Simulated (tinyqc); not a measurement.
## Minority carriers and saturation current of a heavily doped emitter: effect of the doping

n-type, parabolic bands, full ionisation. eta = (EF - Ec)/kB T solves N = Nc F12(eta), F12(x) = (2/sqrt(pi)) int_0^infinity sqrt(u)/(1 + exp(u - x)) du. The gap shrinks rigidly by dEg = a3 y^(1/3) + a4 y^(1/4) + a2 y^(1/2), y = N/1e18 cm^-3, an empirical law that is here taken as the true narrowing.

ni = sqrt(Nc Nv) exp(-Eg/(2 Vt)), Eg in volts; degeneracy factor g = F12(eta) exp(-eta); nie^2 = ni^2 exp(dEg/kB T) g, p0 = nie^2/N; apparent narrowing dEg + kB T ln g. 1/tau = Cn N^2 + 1/ts, D = mup Vt, L = sqrt(D tau); J0 = (q p0 D/L)(s + tanh(W/L))/(1 + s tanh(W/L)), s = S L/D; the share recombining inside is 1 - 1/[cosh(W/L)(1 + tanh(W/L)/s)]. The mobility is held fixed.

Inputs (values chosen for the exercise); band and dielectric values close to those of silicon: temperature T = 350 K; band gap Eg = 1.1 eV; conduction-band density of states at 350 K Nc = 3.5e19 cm^-3; valence-band density of states at 350 K Nv = 3.29e19 cm^-3; coefficient of (N/1e18)^(1/3) a3 = 19.4 meV; coefficient of (N/1e18)^(1/4) a4 = 6.5 meV; coefficient of (N/1e18)^(1/2) a2 = 3.9 meV; minority-hole mobility mup = 180 cm^2/(V s); Auger coefficient Cn = 2.1e-31 cm^6/s; defect lifetime ts = 0.16 us; emitter width W = 140 nm; recombination velocity at the contact S = 14000 cm/s.

Constants: q = 1.602176634e-19 C, kB = 1.380649e-23 J/K, Vt = kB T/q. Results are converted to the units shown.

Results:

| N (cm^-3) | apparent narrowing (meV) | p0 (cm^-3) | L (nm) | J0 (fA/cm^2) | share inside (%) |
|---|---|---|---|---|---|
| 6.8e17 | 25.97 | 5.800e5 | 9248 | 1.264e6 | 0.6420 |
| 1.5e18 | 33.72 | 3.400e5 | 8987 | 7.409e5 | 0.6798 |
| 3.3e18 | 43.72 | 2.153e5 | 7975 | 4.701e5 | 0.8617 |
| 7.2e18 | 56.39 | 1.502e5 | 5629 | 3.306e5 | 1.715 |
| 1.6e19 | 72.64 | 1.158e5 | 3008 | 2.658e5 | 5.760 |
| 7.5e19 | 112.5 | 9.268e4 | 676.1 | 4.358e5 | 54.90 |
| 1.6e20 | 131.8 | 8.226e4 | 317.6 | 1.081e6 | 84.98 |
| 3.6e20 | 142.7 | 5.261e4 | 141.2 | 2.505e6 | 97.01 |

Estimate the missing row, N = 3.4e19 cm^-3.

Computed row:

| N (cm^-3) | apparent narrowing (meV) | p0 (cm^-3) | L (nm) | J0 (fA/cm^2) | share inside (%) |
|---|---|---|---|---|---|
| 3.4e19 | 91.06 | 1.004e5 | 1477 | 2.713e5 | 20.25 |

With this row back in the table: The apparent narrowing rises from 26.0 to 143 meV. p0 goes as N^(-0.68) between the first two rows and N^(-0.55) between the last two (-1 without narrowing or degeneracy), and J0 goes from 1.26e6 through a minimum of 2.66e5 (at N = 1.6e19 cm^-3 among the rows listed) to 2.51e6 fA/cm^2. Past the minimum Auger recombination shortens L faster than p0 falls.

Range of the model: Band tails, non-parabolic bands and incomplete ionisation are left out.

tinyqc, about 0.01 s, one thread, Intel Xeon 2.30GHz (shared host): `OMP_NUM_THREADS=1 python tinyqc.py 2330067 2330068 out.jsonl`
